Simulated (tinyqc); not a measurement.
## Gate work function from the charge

Question. For an undoped double gate, Q = 8 eps0 eps_r Vt beta tan(beta)/ts with 0 < beta < pi/2, and at the source (Vg - dphi)/(2 Vt) - ln[(2/ts) sqrt(2 eps0 eps_r Vt/(q ni))] = ln(beta) - ln(cos beta) + 2 r beta tan(beta), r = eps_r tox/(eox ts). Find beta and dphi.

Parameters, values chosen for the exercise; material values those of a made-up semiconductor: temperature T = 350 K; relative permittivity of the semiconductor eps_r = 15.8; relative permittivity of the gate insulator eox = 25.6; insulator thickness tox = 11 nm; body thickness ts = 20 nm; gate voltage Vg = 0.7 V.

Constants: q = 1.602176634e-19 C, kB = 1.380649e-23 J/K, Vt = kB T/q, eps0 = 8.8541878128e-14 F/cm where lengths are in cm. Results are converted to the units shown.

Qs = 18.414593 nC/cm^2
ni = 6.0683972e7 cm^-3

Answer. beta tan(beta) rises from 0 without bound on the interval, so the charge fixes beta; the second relation is then explicit in dphi.

beta = 0.324
dphi = 0.0700 V

Computed by the program tinyqc: `OMP_NUM_THREADS=1 python tinyqc.py 2440026 2440027 out.jsonl`, one thread of a shared Intel Xeon 2.30GHz, about 0.01 s for the whole run.
